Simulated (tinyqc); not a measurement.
From results back to parameters: two-band tight binding of a puckered layer. Two cases, with inputs chosen for the exercise.

Problem. In the two-band model of a puckered layer with hoppings t1 to t5, along y the masses are c/(gy + ey) for electrons and c/(gy - ey) for holes, with gy = -ay^2 (t1 + t3)/4, ey = -t4 ay^2/2, c = hbar^2/2m0; the gap is 2 (t2 + 2 t1 + 2 t3 + t5). The values below come from hidden hoppings.

Constants: hbar^2/2m0 = 3.80998211 eV angstrom^2.

Case 1.

Values chosen (out of a larger set: near a published set for monolayer black phosphorus; not measured data): ay = 3.27 angstrom (period along y (zigzag)).

masses along y (m0): electron 0.873308, hole 1.187698

gap = 1.4400 eV

Case 2.

Values chosen (out of a larger set: near a published set for monolayer black phosphorus; not measured data): ay = 3.34 angstrom (period along y (zigzag)).

masses along y (m0): electron 0.833510, hole 1.139386

gap = 1.5320 eV

Find: t1 + t3, t4, t2 + t5.

Solution. The mean of c/m gives gy and half the difference ey; the gap then gives t2 + t5.

Case 1.

t1 + t3, t4, t2 + t5 (eV): -1.416  -0.108  3.552

Case 2.

t1 + t3, t4, t2 + t5 (eV): -1.419  -0.110  3.604

Computed by tinyqc, one run a case: `OMP_NUM_THREADS=1 python tinyqc.py N N+1 out.jsonl` with N = 1450822, 1450996; one thread of a shared Intel(R) Xeon(R) Processor @ 2.30GHz, about 0.01 s a run at most.
